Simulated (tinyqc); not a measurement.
# Changing the optical phonon energy hbar w

Model: electron mobility of a polar semiconductor by Rode's iterative solution of the Boltzmann equation. Computed by tinyqc, a small Python program. Command: `OMP_NUM_THREADS=1 python tinyqc.py 3018657 3018658 out.jsonl rode sweep`. One thread of a shared host (Intel(R) Xeon(R) Processor @ 2.30GHz), about 0.03 s of CPU time with the checks.

The distribution is f(E) + e F l(E) (-df/dE) cos(theta) for a weak field F, theta counted from the force; l(E) is a mean free path. Elastic processes enter by their momentum rate, polar optical phonons by out- and in-scattering terms. One valley only: where upper valleys lie close, measured mobilities are lower. The density n is prescribed, even where a narrow-gap material would have more intrinsic carriers.

Inputs (values chosen for the exercise, for a model polar semiconductor): effective mass m = 0.078 m_0; non-parabolicity alpha = 0.62 1/eV; static permittivity eps_s = 14.4; high-frequency permittivity eps_inf = 11.1; density rho = 3960 kg/m^3; sound velocity v_l = 8050 m/s; acoustic deformation potential D_A = 7.3 eV; electron density n = 2.2e+16 1/cm^3; compensation ratio C = 0; temperature T = 400 K; grid points per phonon energy s = 8; iteration cap = 200.

Band: Kane. Elastic processes: acoustic, impurity.

Constants: k_B = 8.617333262e-05 eV/K; m_0 = 9.1093837015e-31 kg; e = 1.602176634e-19 C; hbar = 1.054571817e-34 J s; eps_0 = 8.8541878128e-12 F/m; k_B = 1.380649e-23 J/K; hbar = 6.582119569e-16 eV s.

Method:
- Kane band: hbar^2 k^2/(2 m) = E (1 + alpha E), speed v = hbar k/(m (1 + 2 alpha E)), states per spin, volume and energy g(E) = m k (1 + 2 alpha E)/(2 pi^2 hbar^2); overlap factors are set to 1. Masses are multiplied by m_0 and all formulas are in SI units.
- The reduced Fermi level eta = E_F/(k_B T) solves n = 2 Z int g f dE with f = 1/(1 + exp(x - eta)) (Z = 1 unless valleys are given); screening length L_s = sqrt(eps_s eps_0 k_B T/(e^2 dn/deta)), dn/deta = 2 Z int g f (1 - f) dE.
- Integrals over x = E/(k_B T) use 160 Gauss-Legendre points in u = sqrt(x) from 0 to sqrt(max(eta, 0) + 32).
- N_I = n (1 + C)/(1 - C).
- Phonon occupation N_q = 1/(exp(hbar w/(k_B T)) - 1).
- Acoustic deformation potential (elastic, equipartition, absorption and emission together): 1/tau = 2 pi k_B T D_A^2 g(E)/(hbar rho v_l^2).
- Singly charged impurities, momentum relaxation: 1/tau = N_I e^4 m (1 + 2 alpha E) Phi/(8 pi (eps_s eps_0)^2 hbar^3 k^3), with alpha = 0 for a parabolic band.
- Brooks-Herring: Phi = ln(1 + b) - b/(1 + b), b = 4 k^2 L_s^2.
- Polar optical, unscreened: W = e^2 w (1/eps_inf - 1/eps_s) m (1 + 2 alpha E') ln|(k + k')/(k - k')| / (4 pi eps_0 hbar^2 k), times N_q for absorption (E' = E + hbar w) and N_q + 1 for emission (E' = E - hbar w > 0), with alpha = 0 for a parabolic band; mean cosine of the angle <cos> = (k^2 + k'^2)/(2 k k') - 1/ln|(k + k')/(k - k')|.
- Energy grid E_j = (j + 1/2) hbar w/s, j = 0, 1, ..., up to (max(eta, 0) + 18) k_B T, so that E_j +/- hbar w are grid points; l = 0 beyond the grid; integrals are sums times the spacing.
- With f' = f(E'): out-scattering S_o = sum over absorption and emission of W (1 - f')/(1 - f); nu = sum of elastic rates; the in-scattering weights are c+ = W_abs <cos> (1 - f')/(1 - f) for E' = E + hbar w and c- likewise for emission.
- Iteration: l_new(E) = [v(E) + c+ l(E + hbar w) + c- l(E - hbar w)]/(nu + S_o), from l = 0.
- mu = e sum g v l f (1 - f) / (3 k_B T sum g f) over the grid; stop when mu changes by less than 1e-8 of itself.
- Self-energy RTA: l = v/(nu + S_o), the first iteration. Momentum RTA: l = v/(nu + S_o - c+ v(E + hbar w)/v - c- v(E - hbar w)/v), listed only where the denominator is positive on the whole grid. The polar-only value solves the same system with nu = 0; the elastic value takes l = v/nu.

One run for each value; columns: (1) optical phonon energy hbar w (meV); (2) polar-phonon mobility (cm^2/(V s)); (3) mobility mu (cm^2/(V s)); (4) error of the self-energy RTA (%):
```
(1)    (2)    (3)     (4)
15    2368   2206  -63.45
20    2442   2259  -59.17
27    2627   2396  -53.80
35    2969   2653  -48.37
47    3792   3259  -41.35
83    9637   7001  -25.50
110  20114  11922  -17.13
```

Give the missing row, optical phonon energy hbar w (meV) = 62.

Computed row; columns: (1) optical phonon energy hbar w (meV); (2) polar-phonon mobility (cm^2/(V s)); (3) mobility mu (cm^2/(V s)); (4) error of the self-energy RTA (%):
```
(1)   (2)   (3)     (4)
62   5483  4441  -33.97
```

Interpolating between the two neighbouring rows (the first column on a logarithmic scale, the others too where they are positive) misses most in polar-phonon mobility (cm^2/(V s)), by 8.9 %. Over the rows, polar-phonon mobility (cm^2/(V s)) rises from 2370 to 20100 (exponent d ln y / d ln x 0.11 between the first rows and 2.6 between the last); mobility mu (cm^2/(V s)) rises from 2210 to 11900 (exponent d ln y / d ln x 0.082 between the first rows and 1.9 between the last); error of the self-energy RTA (%) rises from -63.4 to -17.1 (exponent d ln y / d ln x -0.24 between the first rows and -1.4 between the last).
